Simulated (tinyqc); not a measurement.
# From one set of inputs to another, one input at a time

Model: mobility of a non-polar semiconductor in the relaxation-time approximation. Computed by tinyqc, a small Python program. Command: `OMP_NUM_THREADS=1 python tinyqc.py 3020085 3020086 out.jsonl rta ladder`. One thread of a shared host (Intel(R) Xeon(R) Processor @ 2.30GHz), about 0.02 s of CPU time with the checks.

Each valley is treated as a sphere of mass m_d for states and rates, with one isotropic relaxation time; the conductivity mass m_c sets the current.

The inputs printed are set A. Set A is modelled on holes in germanium; the values taken over come from a set modelled on electrons in diamond. Inputs not listed in the table keep their values of set A, so the rows need not describe a real material.

Inputs (values chosen for the exercise, modelled on holes in germanium):
```
quantity                                          value       unit
longitudinal mass m_l                             0.306        m_0
transverse mass m_t                               0.306        m_0
equivalent valleys Z                                  1          -
non-parabolicity alpha                             0.27       1/eV
static permittivity eps_s                            16          -
density rho                                        5323     kg/m^3
sound velocity v_l                                 5200        m/s
acoustic deformation potential D_A                    5         eV
phonon energy hbar w                               35.6        meV
optical or intervalley deformation potential D_o    9.1  1e8 eV/cm
final valleys Z_f                                     1          -
carrier density n                                 3e+17     1/cm^3
compensation ratio C                               0.18          -
temperature T                                       500          K
```

Band: Kane. Impurity formula: Conwell-Weisskopf. Further scattering: none.

Constants: k_B = 8.617333262e-05 eV/K; m_0 = 9.1093837015e-31 kg; e = 1.602176634e-19 C; hbar = 1.054571817e-34 J s; eps_0 = 8.8541878128e-12 F/m; k_B = 1.380649e-23 J/K; hbar = 6.582119569e-16 eV s.

Method:
- m_d = (m_l m_t^2)^(1/3); 1/m_c = (1/m_l + 2/m_t)/3; Hall mass factor A = 3 K_m (K_m + 2)/(2 K_m + 1)^2, K_m = m_l/m_t; N_I = n (1 + C)/(1 - C).
- Kane band: hbar^2 k^2/(2 m) = E (1 + alpha E), speed v = hbar k/(m (1 + 2 alpha E)), states per spin, volume and energy g(E) = m k (1 + 2 alpha E)/(2 pi^2 hbar^2); overlap factors are set to 1. Here m = m_d. Masses are multiplied by m_0 and all formulas are in SI units.
- The reduced Fermi level eta = E_F/(k_B T) solves n = 2 Z int g f dE with f = 1/(1 + exp(x - eta)) (Z = 1 unless valleys are given); screening length L_s = sqrt(eps_s eps_0 k_B T/(e^2 dn/deta)), dn/deta = 2 Z int g f (1 - f) dE.
- Integrals over x = E/(k_B T) use 160 Gauss-Legendre points in u = sqrt(x) from 0 to sqrt(max(eta, 0) + 32).
- Phonon occupation N_q = 1/(exp(hbar w/(k_B T)) - 1).
- Acoustic deformation potential (elastic, equipartition, absorption and emission together): 1/tau = 2 pi k_B T D_A^2 g(E)/(hbar rho v_l^2).
- Optical or intervalley deformation potential: 1/tau = (pi Z_f D_o^2/(rho w)) [N_q g(E + hbar w) + (N_q + 1) g(E - hbar w)], with g = 0 below the band edge.
- Each optical term is multiplied by (1 - f(E'))/(1 - f(E)), E' the final energy, for Pauli blocking.
- Singly charged impurities, momentum relaxation: 1/tau = N_I e^4 m (1 + 2 alpha E) Phi/(8 pi (eps_s eps_0)^2 hbar^3 k^3), with alpha = 0 for a parabolic band.
- Conwell-Weisskopf: Phi = ln(1 + y^2), y = 4 pi eps_s eps_0 E N_I^(-1/3)/e^2 (largest impact parameter N_I^(-1/3)/2).
- mu = (m_d/m_c) (2 Z e/(3 n k_B T)) int g v^2 tau f (1 - f) dE.
- Averages over x are split at the emission threshold x_0 = hbar w/(k_B T): 64 Gauss-Legendre points in sqrt(x) below it and 128 in sqrt(x - x_0) above it, up to x = max(eta, 0) + 32.
- Rates are added at each energy before the average. With <y> = int g v^2 y f (1 - f) dE: Hall factor r_H = A (3 n k_B T/(2 Z m_d)) <tau^2/(1 + 2 alpha E)>/<tau>^2 (alpha = 0 for a parabolic band); Hall mobility r_H mu; |S| = (k_B/e) (<x tau>/<tau> - eta); resistivity 1/(n e mu).

Each row keeps all changes above it:
```
input moved                     from       to  Hall factor r_H  Seebeck coefficient |S| (microvolt/K)  acoustic mobility (cm^2/(V s))
set A                              -        -           1.0815                                 480.94                      2.8149e+03
sound velocity v_l (m/s)        5200    18200           1.0713                                 483.51                      3.4482e+04
temperature T (K)                500      250           1.0225                                 422.63                      1.0199e+05
phonon energy hbar w (meV)      35.6      146           1.2671                                 492.88                      1.0199e+05
non-parabolicity alpha (1/eV)   0.27      0.2           1.2742                                 492.83                      1.0347e+05
carrier density n (1/cm^3)     3e+17  4.2e+15           1.0625                                 803.29                      1.0491e+05
transverse mass m_t (m_0)      0.306    0.281           1.0684                                 798.56                      1.2102e+05
compensation ratio C            0.18        0           1.0525                                 791.46                      1.2102e+05
```

Which inputs carry the difference?

Hall factor r_H goes from 1.08 to 1.05, a factor 0.9732 in all. The largest single move comes from phonon energy hbar w (a factor 1.24), but it runs against the net change; the largest move in the direction of the net change is carrier density n (a factor 0.834). Seebeck coefficient |S| goes from 481 to 791, a factor 1.65 in all. The largest single move comes from carrier density n (a factor 1.63), and temperature T works against it (a factor 0.874). Acoustic mobility goes from 2810 to 121000, a factor 43.0 in all. The largest single move comes from sound velocity v_l (a factor 12.3). The single moves hold for this order of the switches; the total does not depend on the order.

Extremes, crossings and ranges named in words are read from the listed rows.
